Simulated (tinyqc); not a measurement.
# Programming of a floating-gate cell by Fowler-Nordheim tunnelling: two studies

Per tunnel area the floating gate has Ctun = 3.9 eps0/tox to the channel (0 V) and Ccg to the control gate, Ct = Ctun/(1 - ag), no other coupling. With the threshold shift U = -Q/Ccg the field is F = ag (Vg - U)/tox, and dU/dt = J/Ccg. Fowler-Nordheim: J = A F^2 exp(-B/F), A = q^2/(16 pi^2 hbar mo phi) (times 1e14 for A/cm^2 with F in V/nm, emitter mass m0), B = (4/3) sqrt(mo/C) phi^1.5, C = hbar^2/(2 m0).

Values chosen for this exercise; oxide values close to those of silicon dioxide: tunnel barrier phi = 3.14 eV; tunnelling mass mo = 0.41 m0; tunnel oxide thickness tox = 7.1 nm; coupling ratio Ccg/Ct ag = 0.66; threshold shift at the start Vt0 = -1.2 V; control-gate voltage Vg = 11.2 V.

Constants: q = 1.602176634e-19 C, hbar = 1.054571817e-34 J s, m0 = 9.1093837015e-31 kg, eps0 = 8.8541878128e-14 F/cm where lengths are in cm, hbar^2/(2 m0) = 0.0380998212 eV nm^2. Results are converted to the units shown.

Each table varies one quantity; the others keep the values above.

## Programming by a staircase of pulses

Pulse i = 1, 2, ... has the height 9.7 V + (i - 1) 0.2 V and lasts 4.8 us; each starts from the U that the last one left. Exact: exp(B/F(t)) = exp(B/F(0)) + K t, K = A B ag/(Ccg tox), and U = Vg - tox F/ag.

Result of one run:
```
N   last pulse (V)     U (V)  gain of the last pulse (V)  F at its end (V/nm)
11           11.70  -0.04388                      0.1807                1.092
```

What becomes of these results when the number of pulses N is changed from 11 to 18, all else the same?

Result of the changed run:
```
N   last pulse (V)  U (V)  gain of the last pulse (V)  F at its end (V/nm)
18           13.10  1.318                      0.1988                1.095
```

The whole series:
```
N   last pulse (V)     U (V)  gain of the last pulse (V)  F at its end (V/nm)
1            9.700    -1.177                     0.02254                1.011
2            9.900    -1.144                     0.03378                1.027
3            10.10    -1.095                     0.04858                1.041
4            10.30    -1.028                     0.06671                1.053
6            10.70   -0.8328                      0.1084                1.072
8            11.10   -0.5578                      0.1464                1.084
11           11.70  -0.04388                      0.1807                1.092
14           12.30    0.5276                      0.1939                1.094
18           13.10     1.318                      0.1988                1.095
```

The gain of a pulse rises from 0.0225 to 0.199 V and settles at the step of 0.2 V: the field at the end of a pulse becomes steady, 1.10 V/nm, so U follows the gate one to one whatever it started from. It is within 5 % of the step from pulse 14 on among the rows. In every row the field stays above 10 MV/cm, which wears the oxide.

## Threshold shift against time

Same model as above.

Result of one run:
```
t (s)  F (V/nm)  J (A/cm^2)  U (V)  dU/dlog10 t (V)
0.084    0.7898    3.099e-6  2.704           0.6349
```

What becomes of these results when the time t is changed from 0.084 to 2.5e-5 s, all else the same?

Result of the changed run:
```
t (s)   F (V/nm)  J (A/cm^2)    U (V)  dU/dlog10 t (V)
2.5e-5     1.064     0.01566  -0.2421           0.9548
```

The whole series:
```
t (s)    F (V/nm)  J (A/cm^2)    U (V)  dU/dlog10 t (V)
1.9e-7      1.151      0.1035   -1.179          0.04797
9.5e-7      1.144     0.08948   -1.101           0.2073
4.8e-6      1.118     0.05241  -0.8248           0.6136
2.5e-5      1.064     0.01566  -0.2421           0.9548
0.00013    0.9982    0.003077   0.4619           0.9755
0.00064    0.9380    5.692e-4    1.109           0.8885
0.0032     0.8835    1.016e-4    1.696           0.7931
0.017      0.8330    1.703e-5    2.239           0.7060
0.084      0.7898    3.099e-6    2.704           0.6349
0.43       0.7501    5.460e-7    3.131           0.5726
```

U rises from -1.18 to 3.13 V, while J falls by 5.28 decades, at the end as t^(-1.06). Well past t0 = 5.15e-6 s the stored charge chokes the field and U gains only 0.573 V a decade.

Range of the model: Programming fields of 10 MV/cm and more wear the oxide; trapping and the channel potential are ignored.

Program tinyqc, `OMP_NUM_THREADS=1 python tinyqc.py 2130152 2130153 out.jsonl`; Intel Xeon 2.30GHz, shared host, one thread, about 0.02 s.
